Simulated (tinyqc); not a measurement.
Inside a calculation. Model: X-ray photoelectron analysis of a thin oxide on a semiconductor: attenuation lengths, thickness, angle series and band offsets. Computed by tinyqc, a small Python program that keeps every step. Command: `OMP_NUM_THREADS=1 python tinyqc.py 3110005 3110006 out.jsonl xps walk`. One thread of a shared host (Intel(R) Xeon(R) Processor @ 2.30GHz), about 0.01 s of CPU time with the checks. Intermediate numbers are printed to about 6 digits and carried at full precision; extremes and crossings named in words are read from the listed rows.

The same element is seen in the oxide and in the substrate, at nearly the same kinetic energy; films are flat and uniform, and the work function is ignored.

Inputs (values chosen for the exercise, modelled on SiO2 on silicon):

| quantity | value | unit |
|---|---|---|
| photon energy | 2000 | eV |
| binding energy of the core level | 99.4 | eV |
| oxide density | 2.18 | g/cm^3 |
| oxide formula mass | 60.08 | g/mol |
| valence electrons per oxide formula | 16 | - |
| oxide gap | 8.9 | eV |
| substrate density | 2.33 | g/cm^3 |
| substrate formula mass | 28.09 | g/mol |
| valence electrons per substrate formula | 4 | - |
| substrate gap | 1.12 | eV |
| oxide thickness d | 2.5 | nm |
| emission angle from the normal | 30 | degrees |
| attenuation length over inelastic mean free path | 0.94 | - |
| carbon overlayer | 0.38 | nm |
| counts in the two peaks together | 40000 | - |
| valence band offset used to make the data | 4.41 | eV |
| core level less valence band top, substrate | 98.8 | eV |
| core level less valence band top, thick oxide | 98.28 | eV |
| field in the oxide | 1.1 | MV/cm |

## Inelastic mean free paths

TPP-2M: lambda = E/(E_p^2 [b ln(c E) - C/E + D/E^2]) in angstrom, E_p = 28.8 sqrt(N_v rho/M), b = -0.10 + 0.944/sqrt(E_p^2 + E_g^2) + 0.069 rho^0.1, c = 0.191/sqrt(rho), U = N_v rho/M, C = 1.97 - 0.91 U, D = 53.4 - 20.8 U, with E = photon energy less binding energy in eV. Attenuation length L = factor x lambda.

kinetic energy E = 1900.6 eV

Terms:

| layer | E_p (eV) | b | c | lambda (nm) |
|---|---|---|---|---|
| oxide | 21.9440 | 0.0144571 | 0.129362 | 5.00652 |
| substrate | 16.5892 | 0.0318658 | 0.125128 | 3.98079 |

L in the oxide = 4.70613 nm

L in the substrate = 3.74194 nm

## Peak ratio

R_0 = (rho_o/M_o) L_o/((rho_s/M_s) L_s); peak ratio R = I_ox/I_sub = R_0 [exp(d/(L_o cos theta)) - 1]; hence d = L_o cos theta ln(1 + R/R_0). A carbon layer weakens both peaks alike, by exp(-d_C/(L_o cos theta)) if its L is taken equal to L_o. This R_0 leaves out intrinsic losses from the substrate peak, so calibrated values can be larger.

R_0 = 0.550160

d/(L_o cos theta) = 0.613403

ratio R = 0.465823

oxide share of the counts = 0.317790

attenuation by carbon = 0.910977

depth 3 L_o cos theta = 12.2269 nm

## Error budget of the thickness

With x = d/(L_o cos theta): d ln d/d ln R = (1 - exp(-x))/x = -d ln d/d ln R_0; counting error of R = 1/sqrt(N f (1 - f)), f the oxide share, which times the sensitivity gives that of d; an angle error adds tan(theta) d theta; d is proportional to L_o at fixed R_0. Assumed errors: 5 % in R_0, 1 degree, 5 % in L_o.

sensitivity to R = 0.747461

counting error of d = 0.802657 %

R_0 = 3.73731 %

angle = 1.00767 %

L_o = 5 %

The attenuation length is the largest of these terms.

## Angle series: uniform film or islands?

Islands: half of the surface carries 2 d and half none, R = R_0 (1/2)(1 - t)/(1/2 + t/2) with t = exp(-2 d/(L_o cos theta)); the apparent thickness is read with the uniform formula.

Against the angle:

| theta (degrees) | R, uniform | R, islands | apparent d, islands (nm) |
|---|---|---|---|
| 0 | 0.38567 | 0.267551 | 1.86504 |
| 20 | 0.41812 | 0.281633 | 1.82807 |
| 35 | 0.50212 | 0.313955 | 1.74053 |
| 45 | 0.61600 | 0.349847 | 1.63789 |
| 55 | 0.83888 | 0.400955 | 1.47768 |
| 65 | 1.38354 | 0.467762 | 1.22379 |
| 75 | 3.73407 | 0.532310 | 0.82436 |

A uniform film gives d = 2.5 nm at every angle. The island film of the same volume reads 1.87 nm at normal emission and 0.824 nm at 75 degrees; its ratio cannot pass R_0, since the bare half always shows the substrate.

## Band offsets by core levels

Valence band offset = (E_core - E_v)(substrate) - (E_core - E_v)(oxide) + (core level separation at the interface, oxide less substrate). The separation is made here from the given offset; a uniform field F that raises the binding energy towards the surface shifts the oxide peak by e F <z>, <z> = d/(1 - exp(-x)) - d/x, x = d/(L_o cos theta), being the mean distance from the interface. Conduction band offset = oxide gap - substrate gap - valence band offset.

separation without field = 3.89 eV

<z> = 1.37700 nm

separation with field = 4.04147 eV

apparent valence band offset = 4.56147 eV

true conduction band offset = 3.37 eV

apparent conduction band offset = 3.21853 eV

The field biases both offsets by 0.15 eV, in opposite directions.

Checks made by the program: thickness recovered (relative difference below 1e-10).
